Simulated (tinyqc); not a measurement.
Reflectance at normal incidence against thickness.

Normal incidence on air, film (n1) and substrate (N2 = n2 - i k2): r01 = (1 - n1)/(1 + n1), r12 = (n1 - N2)/(n1 + N2), amplitude (r01 + r12 X)/(1 + r01 r12 X), X = exp(-4 pi i n1 d/lam), R its squared modulus, phase from 0 to 360 degrees.

Parameters, values chosen for the exercise: wavelength lam = 800 nm; index of the transparent film n1 = 1.446; index of the substrate n2 = 3.692; extinction coefficient of the substrate k2 = 0.0065.

Results:
```
d (nm),R (%),phase of the reflected amplitude (degrees)
0,32.918,179.94
35,30.040,150.45
70,22.035,116.19
140,7.6794,355.88
175,13.046,285.35
210,23.013,239.97
245,30.583,206.46
280,32.890,177.17
```

Estimate the missing row, d = 105 nm.

Computed row:
```
d (nm),R (%),phase of the reflected amplitude (degrees)
105,12.158,68.900
```

With this row back in the table: R goes from 32.9 through a minimum of 7.68 (at d = 140 nm among the rows listed) to 32.9 %. At a quarter wave, d = 138 nm, R = 7.67 %; for a transparent substrate it would vanish for n1 = sqrt(n2) = 1.92.

Computed by the program tinyqc: `OMP_NUM_THREADS=1 python tinyqc.py 2870187 2870188 out.jsonl`, one thread of a shared Intel Xeon 2.30GHz, about 0.01 s for the whole run.
